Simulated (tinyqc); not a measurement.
# Threshold spread from leakage statistics

Inverse problem. VT is Gaussian with standard deviation s and Ioff goes as exp(-VT/(n Vt)), so Ioff is log-normal: mean/median = exp(w^2/2) with w = s/(n Vt). Find w, s, the relative standard deviation sqrt(exp(w^2) - 1) and the share of devices that leak more than the mean, erfc(w/(2 sqrt(2)))/2.

Values chosen for this exercise:
- T = 293 K (temperature)
- n = 1.4 (subthreshold factor)

Constants: q = 1.602176634e-19 C, kB = 1.380649e-23 J/K, Vt = kB T/q. Results are converted to the units shown.

mean/median of the off current = 1.3579874

Answer. w = sqrt(2 ln(mean/median)); the mean lies w/2 standard deviations out in ln Ioff.

w = 0.7823
s = 27.65 mV
relative standard deviation = 0.9188
share above the mean = 34.78 %

tinyqc, about 0.01 s, one thread, Intel Xeon 2.30GHz (shared host): `OMP_NUM_THREADS=1 python tinyqc.py 2090072 2090073 out.jsonl`
